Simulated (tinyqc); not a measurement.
Local against global planarity over time: chemical-mechanical planarisation: Preston law, pattern density and step-height reduction. Computed by tinyqc, a small Python program. Command: `OMP_NUM_THREADS=1 python tinyqc.py 3024302 3024303 out.jsonl cmp walk`. One thread of a shared host (Intel(R) Xeon(R) Processor @ 2.30GHz), about 0.01 s of CPU time with the checks.

A row of 12 cells, repeated periodically, holds raised features that cover a share rho of each cell.

Inputs (values chosen for the exercise, close to those used for oxide polishing):
```
quantity                          value  unit
Preston coefficient K           5.2e-14  1/Pa
pressure P                           34   kPa
platen and carrier speed             80   rpm
distance between the centres         17    cm
initial step height h0              290    nm
contact height h_c                   71    nm
film above the raised areas z0      470    nm
cell size                           1.2    mm
planarisation length                2.3    mm
```

local pattern densities, cell by cell: 0.2  0.4  0.8  0.8  0.4  0.3  0.8  0.8  0.2  0.25  0.9  0.9

Method:
- With equal rotation speeds the relative speed is uniform, v = omega r_c; Preston rate R0 = K P v.
- The stiff pad averages the density: rho_eff(i) = sum_j w_ij rho_j / sum_j w_ij, w = exp(-2 d^2/L^2), L the planarisation length and d the distance between cell centres, summed over all periodic images of cell j.
- While h > h_c only raised areas polish, at R0/rho_eff, until t_c = rho_eff (h0 - h_c)/R0. After that h = h_c exp(-(t - t_c)/tau), tau = rho_eff h_c/R0; low areas polish at R0 (1 - h/h_c) and raised areas at R0 [1 + (1 - rho_eff) h/(rho_eff h_c)]. Removed from raised areas after t_c: h0 - h_c + R0 (t - t_c) + (1 - rho_eff)(h_c - h); from low areas: R0 (t - t_c) - rho_eff (h_c - h). Film left = z0 less the removal from raised areas.
- Times are multiples of h0/R0; the range is the largest minus the smallest removal from raised areas.

effective densities: 0.480714  0.492287  0.654992  0.659088  0.511402  0.493322  0.630375  0.604640  0.420799  0.453076  0.675105  0.674200

blanket rate R0 = 2.51797 nm/s

Steps and range (nm):
```
multiple   t (s)  largest step  smallest step  range across the row  mean removal from raised areas
0.10       11.52        247.04         221.08                25.960                           52.99
0.20       23.03        204.09         152.17                51.920                          105.98
0.30       34.55        161.13          83.25                77.881                          158.97
0.45       51.83         96.70          19.67                93.770                          233.39
0.60       69.10         41.14           4.59                84.459                          292.27
0.80       92.14         12.27           0.66                77.353                          356.66
1.00      115.17          3.66           0.09                74.882                          416.29
1.30      149.72          0.60           0.01                73.939                          503.79
1.70      195.79          0.05           0.00                73.766                          619.87
```

What follows from these numbers?

Local steps shrink to 0.053 nm or less, but the range across the row reaches up to 93.8 nm among these rows and ends at 73.8 nm, against the limit (largest - smallest rho_eff) h0 = 73.7 nm: once flat, all cells polish alike and the difference stays. Evener density (dummy fill), a longer planarisation length or a smaller initial step reduces it. Caution: in the last rows the removal passes z0 somewhere, so they describe a thicker film than the one given.

Extremes, crossings and ranges named in words are read from the listed rows.
